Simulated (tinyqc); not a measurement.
Ballast resistance and gain from the on-state line.

Question. At high current V = BV (1 + be)^(-1/n) + I Ro. Find Ro, the intercept and be.

Parameters, values chosen for the exercise: junction breakdown voltage BV = 8.6 V; exponent of the multiplication n = 4.7.

V at I = 2.3 and 4.6 mA/um (V): 5.9893296  6.5643296

Solution. The slope is Ro; the intercept over BV is (1 + be)^(-1/n).

Ro = 250 ohm um
intercept = 5.41 V
be = 7.80

tinyqc, about 0.02 s, one thread, Intel Xeon 2.30GHz (shared host): `OMP_NUM_THREADS=1 python tinyqc.py 2670101 2670102 out.jsonl`
